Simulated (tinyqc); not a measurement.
Spectral response: phonon-assisted absorption at an indirect gap.

alpha(E) = sum_j A_j [N_j (E - Eg + w_j)^2 + (N_j + 1)(E - Eg - w_j)^2], each bracket counted only where its base is positive; N_j = 1/(exp(w_j/kB T) - 1). The first term absorbs a phonon and the second emits one; excitons and direct transitions are left out.

Photodiode (Gaertner form with a dead layer): QE = (1 - R) exp(-alpha xj) [1 - exp(-alpha W)/(1 + alpha L)], R = ((nr - 1)/(nr + 1))^2; responsivity = QE/E in A/W for E in eV.

Constants: kB = 8.617333262e-05 eV/K.

Values chosen for the exercise (loosely those of Si at room temperature; Eg is not tied to T; not measured data):

| symbol | value | unit | meaning |
|---|---|---|---|
| Eg | 1.121 | eV | indirect gap, held fixed unless listed |
| w | (56.9, 18.3) | meV | two zone-edge phonons |
| A | (3100, 750) | 1/(cm eV^2) | their strengths |
| T | 400 | K |  |
| nr | 3.66 |  | refractive index |
| xj | 0.63 | micrometre | dead layer at the surface |
| W | 12 | micrometre | depleted width |
| L | 16 | micrometre | minority diffusion length below it |

Response:

| E (eV) | wavelength (nm) | alpha (1/cm) | 1/alpha (micrometre) | dead layer | collected | QE | A/W |
|---|---|---|---|---|---|---|---|
| 1.14 | 1088 | 5.73 | 1.74e+03 | 1.000 | 0.016 | 0.011 | 0.009 |
| 1.18 | 1051 | 19.3 | 518 | 0.999 | 0.052 | 0.035 | 0.030 |
| 1.24 | 1000 | 76.2 | 131 | 0.995 | 0.187 | 0.125 | 0.101 |
| 1.32 | 939 | 236 | 42.4 | 0.985 | 0.453 | 0.301 | 0.228 |
| 1.42 | 873 | 569 | 17.6 | 0.965 | 0.736 | 0.479 | 0.337 |
| 1.57 | 790 | 1.35e+03 | 7.41 | 0.918 | 0.937 | 0.580 | 0.370 |
| 1.77 | 700 | 2.91e+03 | 3.43 | 0.832 | 0.995 | 0.558 | 0.315 |
| 2.02 | 614 | 5.71e+03 | 1.75 | 0.698 | 1.000 | 0.471 | 0.233 |
| 2.32 | 534 | 1.03e+04 | 0.972 | 0.523 | 1.000 | 0.353 | 0.152 |
| 2.72 | 456 | 1.85e+04 | 0.541 | 0.312 | 1.000 | 0.210 | 0.077 |

QE is highest, 0.580, at 1.57 eV of those listed and the responsivity at 1.57 eV; reflection alone caps QE at 0.674. Near the gap weak absorption limits it (collected share 0.016); at the top the dead layer passes 0.312. Far above the gap the quadratic law and a constant index are only rough.

Computed by tinyqc, a small Python program: `OMP_NUM_THREADS=1 python tinyqc.py 1681845 1681846 out.jsonl` (the numbers bound the seed that draws the inputs); one thread of a shared host (Intel(R) Xeon(R) Processor @ 2.30GHz), about 0.01 s for the whole set of steps.
